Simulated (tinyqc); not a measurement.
Worked calculation: plane-wave Kohn-Sham cycle with exchange-only LDA in a layered model solid. Computed by tinyqc, a small Python program that keeps every step. Settings: points = 16, plane-wave index or count = 3, electrons = 2, k points = 2, area = 21.0, mixing = 0.1, iteration cap = 64, Kerker q0 = 0.6. Command: `OMP_NUM_THREADS=1 python tinyqc.py 26139 26140 out.jsonl` (the two numbers bound the seeds that draw the settings). One thread of a shared host (Intel(R) Xeon(R) Processor @ 2.60GHz), about 0.02 s of CPU time with the checks. Later iterations appear only in the table of the cycle.

## Iteration 1: potential

A solid whose potential varies along x alone (atomic units):
```
parameter                      value
period a                   17.900000
cross-section of the cell  21.000000
electrons per cell                 2
grid points                       16
plane waves -n..n, n               3
k points                           2
V1 in V1 cos(2 pi x/a)     -0.530000
V2 in V2 cos(4 pi x/a)      0.140000
```

density at the start, on the grid x_j = j a/N (e/bohr^3): 0.00532056  0.00532056  0.00532056  0.00532056  0.00532056  0.00532056  0.00532056  0.00532056  0.00532056  0.00532056  0.00532056  0.00532056  0.00532056  0.00532056  0.00532056  0.00532056

V_H(G) = 4 pi rho(G)/G^2 for G != 0 (uniform background); v_x = -(3 rho/pi)^(1/3); V = V_ext + V_H + v_x; Fourier components f(G_m) = (1/N) sum_j f(x_j) exp(-i G_m x_j).

Potentials on the grid (hartree):
```
x              V_ext       V_H        v_x          V
0.000000   -0.390000  0.000000  -0.171913  -0.561913
1.118750   -0.390661  0.000000  -0.171913  -0.562575
2.237500   -0.374767  0.000000  -0.171913  -0.546680
3.356250   -0.301817  0.000000  -0.171913  -0.473731
4.475000   -0.140000  0.000000  -0.171913  -0.311913
5.593750    0.103827  0.000000  -0.171913  -0.068086
6.712500    0.374767  0.000000  -0.171913   0.202853
7.831250    0.588651  0.000000  -0.171913   0.416738
8.950000    0.670000  0.000000  -0.171913   0.498087
10.068750   0.588651  0.000000  -0.171913   0.416738
11.187500   0.374767  0.000000  -0.171913   0.202853
12.306250   0.103827  0.000000  -0.171913  -0.068086
13.425000  -0.140000  0.000000  -0.171913  -0.311913
14.543750  -0.301817  0.000000  -0.171913  -0.473731
15.662500  -0.374767  0.000000  -0.171913  -0.546680
16.781250  -0.390661  0.000000  -0.171913  -0.562575
```

V(G_m), m = 0, 1, 2, ... (hartree): -0.171913  -0.265000  0.070000  0.000000  0.000000  0.000000  0.000000

## Iteration 1: Hamiltonian at one k

k = 0.250000 2 pi / a

H(m,m') = (k + G_m)^2/2 delta + V(G_m - G_m'), with V(-G) = V(G).

H (hartree):
```
           -3         -2         -1         +0         +1         +2         +3
-3   0.293983  -0.265000   0.070000   0.000000   0.000000   0.000000   0.000000
-2  -0.265000   0.016755  -0.265000   0.070000   0.000000   0.000000   0.000000
-1   0.070000  -0.265000  -0.137260  -0.265000   0.070000   0.000000   0.000000
+0   0.000000   0.070000  -0.265000  -0.168063  -0.265000   0.070000   0.000000
+1   0.000000   0.000000   0.070000  -0.265000  -0.075654  -0.265000   0.070000
+2   0.000000   0.000000   0.000000   0.070000  -0.265000   0.139967  -0.265000
+3   0.000000   0.000000   0.000000   0.000000   0.070000  -0.265000   0.478801
```

## Iteration 1: levels at that k

Diagonalise the Hermitian matrix.

eigenvalues (hartree): -0.504951  -0.357578  -0.166457  0.049940  0.281532  0.547376  0.698668

## Iteration 1: new density

Motion across x is left out: the lowest 1 band(s) hold two electrons at each of the k points (j + 1/2)/nk - 1/2. Residual R = rho(out) - rho(in); rho(new) = rho(in) + 0.1 R, with R(G) scaled by G^2/(G^2 + 0.6^2) (Kerker). rho(out) = 2/(a A nk) sum |psi|^2 with psi = sum c exp(i G x). Harris energy E = band energy - dV sum rho (V_H/2 + v_x) + (3/4) dV sum rho v_x with rho(in), dV = a A/N, band energy = (2/nk) sum of the filled levels.

rho(out) (e/bohr^3): 0.02013589  0.01704961  0.01019868  0.00410655  0.00100916  0.00012571  0.00000617  0.00000039  0.00000061  0.00000039  0.00000617  0.00012571  0.00100916  0.00410655  0.01019868  0.01704961

density after iteration 1 (e/bohr^3): 0.00592899  0.00575035  0.00538147  0.00512041  0.00507729  0.00515030  0.00522276  0.00526119  0.00527247  0.00526119  0.00522276  0.00515030  0.00507729  0.00512041  0.00538147  0.00575035

energy per cell = -0.92394603 hartree

## Iteration 2: potential

As before.

Potentials on the grid (hartree):
```
x              V_ext        V_H        v_x          V
0.000000   -0.390000   0.030477  -0.178231  -0.537754
1.118750   -0.390661   0.025940  -0.176423  -0.541144
2.237500   -0.374767   0.014902  -0.172567  -0.532432
3.356250   -0.301817   0.002749  -0.169730  -0.468798
4.475000   -0.140000  -0.006558  -0.169252  -0.315810
5.593750    0.103827  -0.012190  -0.170060  -0.078423
6.712500    0.374767  -0.015137  -0.170854   0.188776
7.831250    0.588651  -0.016498  -0.171272   0.400881
8.950000    0.670000  -0.016891  -0.171394   0.481715
10.068750   0.588651  -0.016498  -0.171272   0.400881
11.187500   0.374767  -0.015137  -0.170854   0.188776
12.306250   0.103827  -0.012190  -0.170060  -0.078423
13.425000  -0.140000  -0.006558  -0.169252  -0.315810
14.543750  -0.301817   0.002749  -0.169730  -0.468798
15.662500  -0.374767   0.014902  -0.172567  -0.532432
16.781250  -0.390661   0.025940  -0.176423  -0.541144
```

V(G_m), m = 0, 1, 2, ... (hartree): -0.171871  -0.254927  0.071944  0.000050  -0.000022  0.000009  0.000004

## Iteration 2: Hamiltonian at one k

k = 0.250000 2 pi / a

As before.

H (hartree):
```
           -3         -2         -1         +0         +1         +2         +3
-3   0.294025  -0.254927   0.071944   0.000050  -0.000022   0.000009   0.000004
-2  -0.254927   0.016797  -0.254927   0.071944   0.000050  -0.000022   0.000009
-1   0.071944  -0.254927  -0.137218  -0.254927   0.071944   0.000050  -0.000022
+0   0.000050   0.071944  -0.254927  -0.168021  -0.254927   0.071944   0.000050
+1  -0.000022   0.000050   0.071944  -0.254927  -0.075612  -0.254927   0.071944
+2   0.000009  -0.000022   0.000050   0.071944  -0.254927   0.140010  -0.254927
+3   0.000004   0.000009  -0.000022   0.000050   0.071944  -0.254927   0.478843
```

## Iteration 2: levels at that k

As before.

eigenvalues (hartree): -0.487031  -0.347792  -0.161409  0.048909  0.273970  0.535285  0.686893

## Iteration 2: new density

As before.

rho(out) (e/bohr^3): 0.01946436  0.01670298  0.01037794  0.00442346  0.00116376  0.00015533  0.00000794  0.00000048  0.00000088  0.00000048  0.00000794  0.00015533  0.00116376  0.00442346  0.01037794  0.01670298

density after iteration 2 (e/bohr^3): 0.00646482  0.00614298  0.00546397  0.00495897  0.00485409  0.00498276  0.00512181  0.00519754  0.00521996  0.00519754  0.00512181  0.00498276  0.00485409  0.00495897  0.00546397  0.00614298

energy per cell = -0.88870363 hartree

## Convergence

Stop when sqrt(dV sum R^2) is below 1e-8, dV = a A/N.

Course of the cycle:
```
iteration  E (hartree)  norm of the residual
1          -0.92394603              1.35e-01
2          -0.88870363              1.28e-01
3          -0.85636539              1.20e-01
4          -0.82682390              1.13e-01
5          -0.79993197              1.07e-01
6          -0.77552024              1.01e-01
7          -0.75340844              9.55e-02
8          -0.73341301              9.04e-02
9          -0.71535254              8.57e-02
10         -0.69905170              8.13e-02
11         -0.68434403              7.74e-02
...                ...                   ...
54         -0.54598841              1.25e-02
55         -0.54582448              1.20e-02
56         -0.54567868              1.14e-02
57         -0.54554916              1.09e-02
58         -0.54543426              1.04e-02
59         -0.54533248              9.95e-03
60         -0.54524244              9.50e-03
61         -0.54516291              9.07e-03
62         -0.54509279              8.66e-03
63         -0.54503107              8.26e-03
64         -0.54497685              7.88e-03
```

Not converged within 64 iterations: the residual falls steadily but slowly, by a factor of about 0.95 a step. Reruns (cap 100 unless said): mixing 0.5, Kerker q0 1.0: not converged; mixing 0.3, Pulay depth 5: converged in 31 (E = -0.54468); the original settings with a cap of 400: converged in 362 (E = -0.54468).
